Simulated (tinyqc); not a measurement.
# Worked calculation: ESD clamp with bipolar snapback, compact model and design window

Computed by the program tinyqc: `OMP_NUM_THREADS=1 python tinyqc.py 2670002 2670003 out.jsonl`, one thread of a shared Intel Xeon 2.30GHz, about 0.01 s for the whole run. Printed values are rounded.

The drain junction multiplies the current that enters it: Igen = (M - 1)(Ic + I0), M = 1/(1 - (Vj/BV)^n). The generated holes leave through the substrate resistance and the base of the parasitic npn: Igen = Vb/Rb + Ic/be, Ic = Is exp(Vb/Vt). Terminal current I = Ic + I0 + Igen and voltage V = Vj + I Ro, per width. Isothermal, constant gain.

Parameters, values chosen for the exercise; values close to those of grounded-gate n-channel clamps: temperature T = 300 K; junction breakdown voltage BV = 12 V; exponent of the multiplication n = 2.8; current gain of the parasitic npn be = 10; saturation current Is = 3.7e-17 A/um; junction leakage I0 = 3.7e-12 A/um; substrate resistance Rb = 9900 ohm um; drain ballast and contact resistance Ro = 100 ohm um; failure current for 100 ns It2 = 7.5 mA/um; finger width Wf = 30 um; number of fingers Nf = 10; human-body-model level Lv = 2 kV; oxide breakdown voltage for 100 ns Vox = 10.7 V; supply voltage Vdd = 5 V.

Constants: q = 1.602176634e-19 C, kB = 1.380649e-23 J/K, Vt = kB T/q. Results are converted to the units shown.

## The snapback curve

| point | Vb (V) |
|---|---|
| 0 | 0.05 |
| 1 | 0.3 |
| 2 | 0.411 |
| 3 | 0.471 |
| 4 | 0.521 |
| 5 | 0.67 |
| 6 | 0.81 |
| 7 | 0.83 |
| 8 | 0.86 |

For given Vb: Ic, Igen, M = 1 + Igen/(Ic + I0), Vj = BV (1 - 1/M)^(1/n), I and V.

| point | Ic (uA/um) | M | Vj (V) | I (uA/um) | V (V) |
|---|---|---|---|---|---|
| 0 | 2.55956e-10 | 1.36491e6 | 12.0000 | 5.05051 | 12.0005 |
| 1 | 4.05490e-6 | 3.90760e6 | 12.0000 | 30.3030 | 12.0030 |
| 2 | 2.96960e-4 | 1.38081e5 | 12.0000 | 41.5155 | 12.0041 |
| 3 | 0.00302450 | 15712.0 | 11.9997 | 47.5791 | 12.0045 |
| 4 | 0.0209226 | 2515.93 | 11.9983 | 52.6493 | 12.0036 |
| 5 | 6.66356 | 11.2562 | 11.6078 | 75.0067 | 11.6153 |
| 6 | 1498.31 | 1.15461 | 5.85224 | 1729.96 | 6.02524 |
| 7 | 3247.79 | 1.12581 | 5.48624 | 3656.41 | 5.85188 |
| 8 | 10364.9 | 1.10838 | 5.23072 | 11488.3 | 6.37955 |

V peaks at Vt1 = 12.00 V and falls to Vh = 5.852 V: once the npn supplies current, a small M feeds the base. At high current M tends to 1 + 1/be and Vj to BV (1 + be)^(-1/n) = 5.096 V.

## Iteration 1: base voltage at the failure current

Vb at the start = 0.77 V

I(Vb) = Ic (1 + 1/be) + I0 + Vb/Rb, I' = Ic (1 + 1/be)/Vt + 1/Rb; Newton steps on ln I: Vb(new) = Vb - ln(I/It2) I/I'. V follows from the introduction.

I = 0.428550 mA/um
V = 7.41813 V
I' = 13.6695 mS/um
Vb after iteration 1 = 0.859734 V

## Iteration 2: base voltage at the failure current

As before.

I = 11.3715 mA/um
V = 6.36918 V
I' = 436.613 mS/um
Vb after iteration 2 = 0.848894 V

## Course of the iteration: base voltage at the failure current

Stop when Vb changes by less than 1e-10 V, or after 20 iterations. Vb must stay between 0 and 8 V.

Course of the iteration:

| iteration | Vb (V) | \|change\| (V) |
|---|---|---|
| 1 | 0.859734 | 0.0897 |
| 2 | 0.848894 | 0.0108 |
| 3 | 0.848875 | 1.88e-5 |
| 4 | 0.848875 | 7.32e-11 |

Converged in 4 iterations. At the end the number of correct digits about doubles with each step.

## Design window and human-body level

Vt1 = 12.0045 V
Vh = 5.85178 V
Vt2 = 6.04719 V

Human-body model: 100 pF through 1500 ohm, peak current about (level - Vt2)/1500 ohm, decay time 150 ns. All fingers turn on before the first fails if Vt2 > Vt1; then the clamp carries Nf Wf It2, otherwise in the worst case Wf It2. Margins: Vh - 1.1 Vdd against latching in operation, Vox - max(Vt1, Vt2) for the protected oxide.

peak current = 1.32930 A
current the clamp carries = 0.225 A
level it withstands = 0.343547 kV
holding margin = 0.351777 V
oxide margin = -1.30449 V

Uniform turn-on is not assured; the clamp fails the level. The oxide margin is negative.
